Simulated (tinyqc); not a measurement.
Hole doping of the spin-split valence bands: two-band massive Dirac model of the K valleys.

Basis (conduction, valence): H = [[D/2, a t (tau kx - i ky)], [a t (tau kx + i ky), -D/2 + lam tau sz]], valley tau = +/-1, spin sz = +/-1. The gap of a spin and valley is G = D - lam tau sz. Berry curvature Omega = curl of i<u|grad u>; for the conduction band Omega_c = -tau 2 a^2 t^2 G/(G^2 + 4 a^2 t^2 k^2)^(3/2), and Omega_v = -Omega_c.

Inputs chosen for the exercise (near those used for monolayer WSe2; not measured data):
- a = 3.316 angstrom (lattice constant)
- D = 1.58 eV (gap parameter)
- t = 1.17 eV (effective hopping)
- lam = 0.239 eV (half the valence spin splitting)

The Fermi level lies E below the top of the valence band. kF for the upper and lower band of valley +1 from the two-band energy; each flavour holds kF^2/(4 pi) holes per area and both valleys count. Spin polarisation within one valley; Berry flux removed from valley +1, the sum of (1 - cos(theta_F))/2 with cos(theta_F) = G/sqrt(G^2 + 4 a^2 t^2 kF^2), in units of 2 pi.

Holes:

| E (meV) | kF upper (1/angstrom) | kF lower | p (1e12/cm^2) | spin polarisation in a valley | flux/2 pi |
|---|---|---|---|---|---|
| 59.8 | 0.0746 | 0.0000 | 8.85 | 1.000 | 0.0409 |
| 119.5 | 0.1077 | 0.0000 | 18.45 | 1.000 | 0.0756 |
| 239.0 | 0.1584 | 0.0000 | 39.93 | 1.000 | 0.1314 |
| 358.5 | 0.2012 | 0.0000 | 64.42 | 1.000 | 0.1742 |
| 454.1 | 0.2327 | 0.0000 | 86.19 | 1.000 | 0.2019 |
| 525.8 | 0.2554 | 0.0770 | 113.22 | 0.833 | 0.2447 |
| 717.0 | 0.3131 | 0.1808 | 208.03 | 0.500 | 0.3624 |
| 956.0 | 0.3820 | 0.2701 | 348.28 | 0.333 | 0.4661 |

What does the comparison show?

Up to E = 2 lam = 478 meV, a density of 91.9e12/cm^2, only the upper band of this model is emptied and each valley is fully spin-polarised, oppositely in the two. Beyond it the polarisation falls, to 0.33 in the last row. The flux, times e^2/h, is in size the change of the Hall conductivity of one valley; the other valley cancels it in the charge current. Rows with kF above about 0.2 1/angstrom lie beyond the range of the model, and in real layers the valley at Gamma, close below in MoS2 and WS2, can take holes as well.

Computed by tinyqc, a small Python program: `OMP_NUM_THREADS=1 python tinyqc.py 1482027 1482028 out.jsonl` (the numbers bound the seed that draws the inputs); one thread of a shared host (Intel(R) Xeon(R) Processor @ 2.30GHz), about 0.01 s for the whole set of steps.
